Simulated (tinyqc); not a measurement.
Inside a calculation. Method: G0W0 on RHF in the sto-3g basis, for H3+, spin multiplicity 1. One step of it, computed by the program tinyqc.

Question. Iteration 3 (converged): orbitals. Diagonalise F' = X^T F X, C = X C', fill 1 alpha and 1 beta electrons from the bottom; D = 2 C_occ C_occ^T. Each column has its largest component positive (the first on a tie).

converged F (hartree), lower triangle:
```
,1H 1s,2H 1s,3H 1s
1H 1s,-0.781177
2H 1s,-0.749069,-0.781177
3H 1s,-0.749015,-0.749015,-0.781138
```

X, lower triangle:
```
,1H 1s,2H 1s,3H 1s
1H 1s,1.182464
2H 1s,-0.238545,1.182464
3H 1s,-0.238488,-0.238488,1.182431
```

Give: F' = X^T F X; orbital energies; coefficients C; D after iteration 3.

Answer.

F' = X^T F X (hartree), lower triangle:
```
,1,2,3
1,-0.421
2,-0.356,-0.421
3,-0.356,-0.356,-0.421
```

orbital energies (hartree): MO1 -1.134, MO2 -0.065, MO3 -0.065

coefficients C:
```
,MO1,MO2,MO3
1H 1s,0.407,-0.580,1.005
2H 1s,0.407,-0.580,-1.005
3H 1s,0.407,1.160,0.000
```

D after iteration 3, lower triangle:
```
,1H 1s,2H 1s,3H 1s
1H 1s,0.332
2H 1s,0.332,0.332
3H 1s,0.332,0.332,0.332
```
